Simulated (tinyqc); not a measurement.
Worked calculation: Hueckel theory of the pi electrons with the omega technique, for the molecule C=Cc1cccc(F)c1 (SMILES; centres numbered as the heavy atoms are written). One step of it, computed by the program tinyqc.

Question. Energy, charges, bond orders. E = sum n x; q_r = z_r - P_rr; bond order p = P_rs; free valence = sqrt(3) - sum of p over the bonds of the atom.

final x values: 3.332685  2.078650  1.372852  0.922773  0.648820  -0.672995  -1.040730  -1.435931  -2.156123

occupations: 2.000000  2.000000  2.000000  2.000000  2.000000  0.000000  0.000000  0.000000  0.000000

final P, lower triangle:
```
,1C,2C,3C,4C,5C,6C,7C,8F,9C
1C,1.002156
2C,0.911417,1.000537
3C,-0.003684,0.405716,1.003841
4C,-0.252211,0.001899,0.609171,1.010768
5C,0.002542,-0.048728,-0.003201,0.677597,1.004141
6C,0.203490,-0.002804,-0.299495,-0.016115,0.660580,1.015011
7C,-0.001684,-0.047333,0.004506,-0.316607,0.004808,0.647480,0.979811
8F,0.003453,0.009370,-0.011837,0.072261,-0.013520,-0.110390,0.181012,1.967591
9C,-0.253499,-0.000403,0.611890,-0.017936,-0.319191,0.024907,0.667136,-0.114774,1.016145
```

Centres:
```
centre,"z_r, pi electrons of the neutral centre",h
1C,1,0.000000
2C,1,0.000000
3C,1,0.000000
4C,1,0.000000
5C,1,0.000000
6C,1,0.000000
7C,1,0.000000
8F,2,3.050000
9C,1,0.000000
```

Bonds:
```
i,j,k
1,2,1
2,3,1
3,4,1
4,5,1
5,6,1
6,7,1
7,8,0.790000
7,9,1
9,3,1
```

Give: pi energy = 10 alpha + this times beta; pi charges; Bond orders and lengths from R = 1.517 - 0.180 p; free valence of the carbons; gap between the highest filled and the next level.

Answer.

pi energy = 10 alpha + this times beta = 16.712

pi charges: 1C -0.002, 2C -0.001, 3C -0.004, 4C -0.011, 5C -0.004, 6C -0.015, 7C 0.020, 8F 0.032, 9C -0.016

Bond orders and lengths from R = 1.517 - 0.180 p (angstrom, C-C alone):
```
bond,p,R
1-2,0.911,1.353
2-3,0.406,1.444
3-4,0.609,1.407
4-5,0.678,1.395
5-6,0.661,1.398
6-7,0.647,1.400
7-8,0.181,-
7-9,0.667,1.397
9-3,0.612,1.407
```

free valence of the carbons: 1C 0.821, 2C 0.415, 3C 0.105, 4C 0.445, 5C 0.394, 6C 0.424, 7C 0.236, 9C 0.453

gap between the highest filled and the next level = 1.322 |beta|
